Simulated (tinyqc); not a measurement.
Biaxially strained (001) channel, valley splitting in an inversion layer: one step of the calculation.

A thin layer grown on a relaxed buffer is stretched in the plane. The two valleys with their long axis along the growth direction (D2) sink against the four in-plane ones (D4); confinement in a triangular well splits them too. Only the lowest subband of each set is kept; one relaxation time, so the weakening of intervalley scattering is left out.

Question. Fermi level by Newton steps. f = N2 ln(1 + exp((EF - E2)/Vt)) + N4 ln(1 + exp((EF - E4)/Vt)) - Ns, f' = [N2/(1 + exp((E2 - EF)/Vt)) + N4/(1 + exp((E4 - EF)/Vt))]/Vt, EF(new) = EF - f/f'.

Parameters, values chosen for the exercise: temperature T = 250 K; inversion density Ns = 6.3e11 cm^-2.

Constants: q = 1.602176634e-19 C, kB = 1.380649e-23 J/K, Vt = kB T/q. Results are converted to the units shown.

EF after iteration 1 = 0.052849560 eV
E2 = 0.074536266 eV
E4 = 0.23663608 eV
N2 = 3.3117528e12 cm^-2
N4 = 1.4826698e13 cm^-2

Wanted: f; f'; EF after iteration 2.

Answer.

f = 4.0446e11 cm^-2
f' = 4.1278e13 cm^-2/eV
EF after iteration 2 = 0.043051 eV

Program tinyqc, `OMP_NUM_THREADS=1 python tinyqc.py 2530020 2530021 out.jsonl`; Intel Xeon 2.30GHz, shared host, one thread, about 0.01 s.
